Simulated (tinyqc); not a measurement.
Energy and delay of logic against supply voltage: one step of the calculation.

One expression serves below and above threshold: I(Vg) = Ik [ln(1 + exp((Vg - VT + dd V)/(al nf Vt)))]^al, with I_on = I(V) and I_off = I(0). Gate delay td = kd C V/I_on, clock period LD td. Per gate and cycle the switching energy is act C V^2 and the leakage energy I_off V LD td. No short-circuit current, no variation. Minima are sought above 0.09 V; below a few Vt gates no longer switch and the model has no meaning.

Task. New V. Minimum-energy supply: E(V) is the energy per gate and cycle; with h = 0.001 V, E' = (E(V + h) - E(V - h))/(2 h), E'' = (E(V - h) - 2 E(V) + E(V + h))/h^2, V(new) = V - E'/E''.

Parameters, values chosen for the exercise; values of the order met in logic technologies: temperature T = 250 K; threshold voltage at zero drain bias VT = 0.32 V; slope factor nf = 1.36; barrier lowering per volt of supply dd = 0.11; specific current of a gate Ik = 0.38 uA; exponent of the current law al = 1.51; load capacitance of a gate C = 2.7 fF; delay factor kd = 1.1; logic depth LD = 60; activity factor act = 0.05.

Constants: q = 1.602176634e-19 C, kB = 1.380649e-23 J/K, Vt = kB T/q. Results are converted to the units shown.

V after iteration 1 = 0.19141186 V

Give: E'; E''; V after iteration 2.

Result.

E' = -172.22 aJ/V
E'' = 5040.3 aJ/V^2
V after iteration 2 = 0.22558 V

tinyqc, about 0.01 s, one thread, Intel Xeon 2.30GHz (shared host): `OMP_NUM_THREADS=1 python tinyqc.py 2082121 2082122 out.jsonl`
